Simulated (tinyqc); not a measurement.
Inputs raised by 5 %, one at a time: thermal boundary conductance by the acoustic and diffuse mismatch models. Computed by tinyqc, a small Python program. Command: `OMP_NUM_THREADS=1 python tinyqc.py 3029219 3029220 out.jsonl kapitza sens`. One thread of a shared host (Intel(R) Xeon(R) Processor @ 2.30GHz), about 0.01 s of CPU time with the checks.

Each side has one longitudinal and two transverse Debye branches, omega = v q up to q_D = (6 pi^2 n)^(1/3), with n counting all atoms. Scattering at the interface is elastic. Electrons are left out of G, also for metals. Melting is ignored. G refers to the temperatures of the phonons sent towards the interface. Linear branches over all atoms overstate G at high T, most for crystals with several atoms a cell.

Inputs (values chosen for the exercise, modelled on gold (side 1) and lead (side 2)):
```
quantity                    value     unit
density rho_1                19.5   g/cm^3
longitudinal velocity vL_1   3480      m/s
transverse velocity vT_1     1270      m/s
atom density n_1             57.9   1/nm^3
conductivity kappa_1          308  W/(m K)
density rho_2                11.4   g/cm^3
longitudinal velocity vL_2   2410      m/s
transverse velocity vT_2      941      m/s
atom density n_2             32.8   1/nm^3
conductivity kappa_2         35.4  W/(m K)
temperature T                  20        K
thickness d_1                  83       nm
thickness d_2                 200       nm
heat flux J                    11  kW/cm^2
```

Structure: superlattice.

Constants: hbar = 1.054571817e-34 J s; k_B = 1.380649e-23 J/K.

Method:
- omega_c = v q_D for each branch, given as hbar omega_c/k_B; impedance Z = rho v.
- No mode conversion. t(theta) = 4 Z_1 Z_2 cos(theta_1) cos(theta_2)/N^2, with N = Z_2 cos(theta_1) + Z_1 cos(theta_2) for L (the form for pressure waves) and N = Z_1 cos(theta_1) + Z_2 cos(theta_2) for both T branches (the form for shear waves polarised along the interface); sin(theta_2) = (v_2/v_1) sin(theta_1), and t = 0 beyond the critical angle arcsin(v_1/v_2); the mean over the incoming flux is alpha = 2 int t sin(theta_1) cos(theta_1) d theta_1 (64 Gauss-Legendre points).
- G = (k_B^4 T^3/(8 pi^2 hbar^3)) int W(x) x^4 e^x/(e^x - 1)^2 dx, x = hbar omega/(k_B T). Acoustic mismatch: W = sum over the three branches of alpha(1 to 2)/v_1^2, each up to the lower of its two cut-offs. Diffuse mismatch: W = S_1 S_2/(S_1 + S_2), where S_i sums 1/v^2 over the branches of side i still below their cut-off. Radiation limit: W = min(S_1, S_2). The integral is split at the four cut-offs (64 Gauss-Legendre points a piece, x at most 45).
- Boundary resistance R = 1/G and Kapitza length kappa_2/G use the diffuse value.
- kappa_eff = (d_1 + d_2)/(d_1/kappa_1 + d_2/kappa_2 + 2 R), two interfaces a period, with bulk conductivities in the layers; the gradient is J/kappa_eff.

Runs; columns: (1) input moved; (2) from; (3) to; (4) G, radiation limit (MW/(m^2 K)); (5) Kapitza length in side 2 (nm); (6) kappa_eff (W/(m K)); (7) interface share of the resistance:
```
(1)                                (2)     (3)    (4)    (5)    (6)     (7)
base run                             -       -  60.10  881.6  5.078  0.8938
density rho_1 (g/cm^3)            19.5  20.475  60.10  881.6  5.078  0.8938
longitudinal velocity vL_1 (m/s)  3480    3654  59.71  885.4  5.059  0.8942
transverse velocity vT_1 (m/s)    1270  1333.5  55.56  925.4  4.862  0.8983
longitudinal velocity vL_2 (m/s)  2410  2530.5  59.65  891.8  5.026  0.8949
temperature T (K)                   20      21  65.08  811.5  5.467  0.8857
conductivity kappa_2 (W/(m K))    35.4   37.17  60.10  925.7  5.103  0.8981
thickness d_2 (nm)                 200     210  60.10  881.6  5.231  0.8893
```

Exponents ln(y'/y) / ln(x'/x):
```
input                       G, radiation limit  Kapitza length in side 2  kappa_eff  interface share of the resistance
density rho_1                            0.000                     0.000      0.000                              0.000
longitudinal velocity vL_1              -0.134                     0.088     -0.079                              0.009
transverse velocity vT_1                -1.610                     0.994     -0.891                              0.103
longitudinal velocity vL_2              -0.154                     0.236     -0.211                              0.025
temperature T                            1.633                    -1.699      1.512                             -0.187
conductivity kappa_2                     0.000                     1.000      0.099                              0.099
thickness d_2                            0.000                     0.000      0.608                             -0.104
```

Among the inputs moved here: G, radiation limit answers most in size to temperature T (exponent +1.633), and about equally to transverse velocity vT_1 (-1.610); its exponent is below 0.0005 for density rho_1, conductivity kappa_2, thickness d_2. Kapitza length in side 2 answers most in size to temperature T (exponent -1.699), next to conductivity kappa_2 (+1.000); its exponent is below 0.0005 for density rho_1, thickness d_2. kappa_eff answers most in size to temperature T (exponent +1.512), next to transverse velocity vT_1 (-0.891); its exponent is below 0.0005 for density rho_1. Interface share of the resistance answers most in size to temperature T (exponent -0.187), next to thickness d_2 (-0.104); its exponent is below 0.0005 for density rho_1.

Caution (all rows): kappa_2 is of room-temperature size, so the Kapitza length is only nominal at this T. Caution (all rows): the conductivities are of room-temperature size; at this T real values can differ much and free paths can be long. Caution (all rows): R from emitted-phonon temperatures is too large for use in series with Fourier layers, by up to a factor of about 2. Caution (all rows): layers this thin are often below the phonon free path, where bulk conductivities and independent interfaces no longer hold.
